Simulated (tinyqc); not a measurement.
# From one set of inputs to another, one input at a time

Model: electromigration in a confined line: Blech product, Korhonen stress evolution and Black's law. Computed by tinyqc, a small Python program. Command: `OMP_NUM_THREADS=1 python tinyqc.py 3003253 3003254 out.jsonl emigr ladder`. One thread of a shared host (Intel(R) Xeon(R) Processor @ 2.30GHz), about 0.01 s of CPU time with the checks.

The electron wind pushes atoms from the cathode (x = 0) to the anode (x = L); blocking ends build a back stress (tension positive). The input rho is taken not to change with temperature. d sigma/dt = d/dx [kappa (d sigma/dx + G)], with zero flux at both ends and sigma = 0 at t = 0.

The inputs printed are set A. Set A is close to those used for copper lines; the values taken over come from a set close to those used for aluminium lines. Inputs not listed in the table keep their values of set A, so the rows need not describe a real material.

Inputs (values chosen for the exercise, close to those used for copper lines):
```
quantity                              value          unit
resistivity rho                        2.55  micro-ohm cm
atomic volume Omega                    11.8    angstrom^3
effective charge number Z*              1.5             -
prefactor D0                        4.6e-08         m^2/s
activation energy E                   0.885            eV
effective modulus B                      27           GPa
critical stress sigma_c                 110           MPa
current density j                       4.1       MA/cm^2
line length L                            40            um
test temperature T                      250             C
time as a fraction of L^2/kappa, s    0.025             -
```

Start: stress-free.

Constants: e = 1.602176634e-19 C; k_B = 8.617333262e-05 eV/K; k_B = 1.380649e-23 J/K.

Method:
- G = Z* e rho j/Omega; D = D0 exp(-E/(k_B T)); kappa = D B Omega/(k_B T); drift velocity of an unconfined line v = D Z* e rho j/(k_B T). SI: 1 micro-ohm cm = 1e-8 ohm m, 1 MA/cm^2 = 1e10 A/m^2.
- Temperatures in kelvin are T(C) + 273.15.
- At steady state sigma(x) = G (L/2 - x). A void forms only if the cathode stress reaches sigma_c, that is if j L exceeds (j L)_c = 2 Omega (sigma_c)/(Z* e rho). Time scale tau = L^2/kappa.
- sigma(x, t) = G L [1/2 - x/L - 4 sum_(m odd) cos(m pi x/L) exp(-m^2 pi^2 s)/(m pi)^2], s = t/tau, summed to m = 399.
- The terms at x = 0 are 4 exp(-m^2 pi^2 s)/(m pi)^2; tau = L^2/kappa.

Each row keeps all changes above it:
```
input moved                                                  from              to  tau (h)  cathode stress at time s (MPa)  drift velocity (nm/h)
set A                                                           -               -    73.48                          151.96                   17.2
test temperature T (C)                                        250             230   154.23                          151.96                    8.2
effective charge number Z*                                    1.5             7.8   154.23                          790.19                   42.5
current density j (MA/cm^2)                                   4.1             1.7   154.23                          327.64                   17.6
prefactor D0 (m^2/s) and activation energy E (eV)  4.6e-08, 0.885  5.6e-08, 0.712     2.34                          327.64                 1160.9
resistivity rho (micro-ohm cm)                               2.55            3.05     2.34                          391.88                 1388.5
line length L (um)                                             40              72     7.59                          705.39                 1388.5
```

tau goes from 73.5 to 7.59, a factor 0.103 in all. The largest single move comes from prefactor D0 with activation energy E (a factor 0.0152), and line length L works against it (a factor 3.24). Cathode stress at time s goes from 152 to 705, a factor 4.64 in all. The largest single move comes from effective charge number Z* (a factor 5.20), and current density j works against it (a factor 0.415). Drift velocity goes from 17.2 to 1390, a factor 80.9 in all. The largest single move comes from prefactor D0 with activation energy E (a factor 65.8), and current density j works against it (a factor 0.415). The single moves hold for this order of the switches; the total does not depend on the order.

Caution (all rows): the stress exceeds sigma_c: a void would already have formed and relaxed it, so the value is formal.

Extremes, crossings and ranges named in words are read from the listed rows.
